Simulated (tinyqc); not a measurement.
MOSFET in saturation, small-signal circuit and noise: effect of the inversion coefficient on speed and noise.

Bias by the inversion coefficient IC = I/Ispec (charge-based model with velocity saturation; weak inversion below 0.1, strong above 10). Common-source circuit: gm, gds, Cgs, Cgd and Cj at the inner nodes, Rg in series with the gate; quasi-static, no source or drain resistance, no gate-body capacitance, no substrate network, no induced gate noise, so fmax is an upper estimate.

Ispec = 2 n mu Cox (W/L) Vt^2, lc = Ls/L, gms = [sqrt((lc IC + 1)^2 + 4 IC) - 1]/[2 + lc (lc IC + 1)], gm = gms Ispec/(n Vt), gds = sg gm. qs = [sqrt(1 + 4 IC) - 1]/2, Cgs = Cox W L qs (2 qs + 3)/(3 (qs + 1)^2) + Cov W, Cgd = Cov W, Cd = Cj W, Rg = Rsh (Wf/L)/(12 Nf) + Rc/W with Nf = W/Wf fingers (not rounded) contacted at both ends. fT = gm/(2 pi (Cgs + Cgd)), fmax = fT/(2 sqrt(Rg (gds + 2 pi fT Cgd))). Channel noise Sid = 4 kB T gam n gm with gam = (1/2 + (2/3) qs)/(1 + qs) + gw lc IC, qs = [sqrt(1 + 4 IC) - 1]/2, lc = Ls/L (the last term an empirical rise with velocity saturation); at the gate, white noise Sw = Sid/gm^2 + 4 kB T Rg. Number fluctuation with correlated mobility: S(f) = K/f, K = q^2 Vt lt Nt/(W L Cox^2) (1 + ac mu Cox I/gm)^2, Vt in eV with Nt per eV. Corner fc = K/Sw. IC is held fixed.

Inputs (values chosen for the exercise): temperature T = 325 K; gate length L = 90 nm; total gate width W = 5 um; gate capacitance Cox = 2.15 uF/cm^2; mobility mu = 280 cm^2/(V s); slope factor n = 1.42; velocity-saturation length Ls = 10 nm; ratio gds/gm sg = 0.059; overlap and fringe capacitance per side Cov = 0.3 fF/um; drain junction capacitance Cj = 0.54 fF/um; sheet resistance of the gate Rsh = 15 ohm; finger width Wf = 4 um; gate contact and vertical resistance Rc = 200 ohm um; short-channel excess of the noise factor gw = 0.08; oxide trap density Nt = 1.7e17 cm^-3 eV^-1; tunnelling length into the oxide lt = 0.1 nm; Coulomb scattering coefficient ac = 10000 V s/C.

Constants: q = 1.602176634e-19 C, kB = 1.380649e-23 J/K, Vt = kB T/q. Results are converted to the units shown.

The same in every row: Rg (ohm) = 84.444.

Effect of the inversion coefficient on speed and noise:
```
IC    I (uA)  fT (GHz)  fmax (GHz)  sqrt(Sw) (nV/Hz^0.5)  fc (MHz)
0.03  2.2350    2.6523      27.169                15.414   0.38441
0.1   7.4500    7.1750      44.289                8.8507    1.1956
0.3   22.350    14.982      62.960                5.6523    3.1091
1     74.500    29.049      85.617                3.7893    7.9597
3     223.50    50.580      110.86                2.8649    17.621
10    745.00    90.635      146.41                2.3080    41.678
30    2235.0    146.81      185.03                2.0860    95.049
```

As IC goes from 0.03 to 30, fT rises from 2.65 to 147 GHz, fmax rises from 27.2 to 185 GHz, the white noise falls from 15.4 to 2.09 nV/Hz^0.5 and the corner rises from 0.384 to 95.0 MHz. For IC = 0.03 to 0.3 fmax exceeds 4 fT, where channel resistance and substrate losses, left out here, would cap it.

Computed by the program tinyqc: `OMP_NUM_THREADS=1 python tinyqc.py 2150137 2150138 out.jsonl`, one thread of a shared Intel Xeon 2.30GHz, about 0.01 s for the whole run.
